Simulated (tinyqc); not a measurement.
# Ideality, saturation current and resistance from three points

Problem. Well above the saturation current a diode obeys V = n Vt ln(I/I0) + I Rs. Find n, Rs and I0.

Parameters, values chosen for the exercise:
- T = 250 K (temperature)

Constants: q = 1.602176634e-19 C, kB = 1.380649e-23 J/K, Vt = kB T/q. Results are converted to the units shown.

currents (A): 3e-6  0.0009  0.009
voltages (V): 0.42374677  0.62424511  0.71756579

Answer. V is linear in the three unknowns n Vt, Rs and -n Vt ln I0, so three points give a linear system.

n = 1.620
Rs = 1.600 ohm
I0 = 1.600e-11 A

Numbers from tinyqc (`OMP_NUM_THREADS=1 python tinyqc.py 2260053 2260054 out.jsonl`; about 0.01 s on one thread of a shared Intel Xeon 2.30GHz).
